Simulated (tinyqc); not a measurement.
What each parameter of the potential does: deformation potentials from a strained empirical pseudopotential.

Diamond lattice, no spin-orbit coupling. Atomic form factor V(q) = a1 (q^2 - a2)/(a3 exp(a4 q^2) - 1) in rydberg with q in 1/bohr, for the unstrained cell. Under a strain e the reciprocal vectors and k go over into (1 + e)^(-1) G, the atoms sit at +/- tau with tau = (1 + e) a (1,1,1)/8 - zeta a (eyz, ezx, exy)/4, and H(G,G') = c |k + G|^2 delta + (V(q)/det(1 + e)) cos(q.tau), q = G - G', with the term q = 0 left out; c = hbar^2/2m0. The basis is fixed before straining: all G with |k + G|^2 up to 16 (2 pi/a)^2. k is given in units of 2 pi/a of the unstrained cell.

Constants: hbar^2/2m0 = 3.80998211 eV angstrom^2; Ry = 13.60569312 eV; a0 (Bohr radius) = 0.5291772105 angstrom.

Inputs chosen for the exercise (a germanium-sized cell with gaps well above those of Ge; not measured data): a = 5.656 angstrom (lattice constant); a1 = 0.399; a2 = 2.421; a3 = 2.044; a4 = 0.452; kD = 0.82 2 pi/a (position of the Delta minimum).

Gaps from the valence top to level 5 at Gamma and level 5 at (kD,0,0) and L, and their deformation potentials [E(+h) - E(-h)]/(3 ln((1 + h)/(1 - h))) for e = +/- h 1, h = 0.002. The row for the lattice constant keeps V(q) without the volume factor, so it is not a strain.

Results for these values:

| case | Gamma (eV) | Delta (eV) | L (eV) | potential Gamma (eV) | potential Delta (eV) | potential L (eV) |
|---|---|---|---|---|---|---|
| base | 1.694 | 1.401 | 1.251 | -9.12 | 0.77 | -3.01 |

What happens to each result for a1 = 0.403, all else kept?

Answer: Gamma rises from 1.694 to 1.718; Delta rises from 1.401 to 1.473; L rises from 1.251 to 1.299; potential Gamma falls from -9.12 to -9.20; potential Delta falls from 0.77 to 0.73; potential L falls from -3.01 to -3.05.

The same for each parameter in turn:

| case | Gamma (eV) | Delta (eV) | L (eV) | potential Gamma (eV) | potential Delta (eV) | potential L (eV) |
|---|---|---|---|---|---|---|
| base | 1.694 | 1.401 | 1.251 | -9.12 | 0.77 | -3.01 |
| a = 5.599 angstrom | 1.894 | 1.157 | 1.194 | -8.92 | 1.08 | -2.81 |
| a1 = 0.403 | 1.718 | 1.473 | 1.299 | -9.20 | 0.73 | -3.05 |
| a2 = 2.445 | 1.553 | 1.464 | 1.233 | -9.17 | 0.70 | -3.06 |
| a3 = 2.024 | 1.715 | 1.497 | 1.312 | -9.22 | 0.74 | -3.05 |
| a4 = 0.457 | 1.632 | 1.325 | 1.188 | -8.97 | 0.86 | -2.92 |

Computed by tinyqc, a small Python program: `OMP_NUM_THREADS=1 python tinyqc.py 1850513 1850514 out.jsonl` (the numbers bound the seed that draws the inputs); one thread of a shared host (Intel(R) Xeon(R) Processor @ 2.30GHz), about 0.2 s for the whole set of steps.
